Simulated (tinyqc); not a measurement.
Finnis-Sinclair potential for a bcc metal: fit to cohesion and elasticity, then vacancy, surfaces and structure: one step, computed by the program tinyqc. Command: `OMP_NUM_THREADS=1 python tinyqc.py 3112941 3112942 out.jsonl fsfit walk`. One thread of a shared host (Intel(R) Xeon(R) Processor @ 2.30GHz), about 0.01 s of CPU time with the checks.

E = (1/2) sum V(r) - A sqrt(rho), rho = sum phi(r), phi = (r - d)^2 for r < d, V = (r - c)^2 (c0 + c1 r + c2 r^2) for r < c. In bcc the 8 first neighbours lie at sqrt(3) a/2 and the 6 second at a; both cut-offs lie below the third shell; Omega = a^3/2; E is per atom and z the number of atoms in a shell. The four constants A, c0, c1, c2 are fitted to E_c, zero pressure, B and C12 - C44 alone, so C44 and C11 - C12 are not matched singly; defects are unrelaxed.

Task: Three linear equations for c0, c1, c2. With v_k = (r - c)^2 r^k the rows are (1/2) sum z v_k, (1/2) sum z r v_k' and (1/2) sum z r^2 v_k''. With rho1 = sum z r phi' and rho2 = sum z r^2 phi'' the right-hand sides are: -E_c + A sqrt(rho) (cohesion); A rho1/(2 sqrt(rho)) (zero pressure); 9 B Omega + A [rho2/(2 sqrt(rho)) - rho1^2/(4 rho^(3/2))] with B = (C11 + 2 C12)/3.

Inputs (values chosen for the exercise, modelled on vanadium):
```
quantity             value      unit
lattice constant a    3.04  angstrom
cohesive energy E_c   5.26        eV
target C11             232       GPa
target C12             119       GPa
pair cut-off c/a     1.246         -
```

rho = 10.10980 angstrom^2

A = 1.882244 eV/angstrom

rho1 = -63.75231 angstrom^2

rho2 = 221.7984 angstrom^2

Constants: 1 eV/angstrom^3 = 160.2176634 GPa.

Give: matrix; right-hand side.

Result:

matrix:
```
                  c0      c1       c2
cohesion        7.02   19.15    52.50
pressure      -37.97  -86.37  -189.69
bulk modulus  110.90  103.51  -176.98
```

right-hand side (eV): 0.72  -18.87  129.78
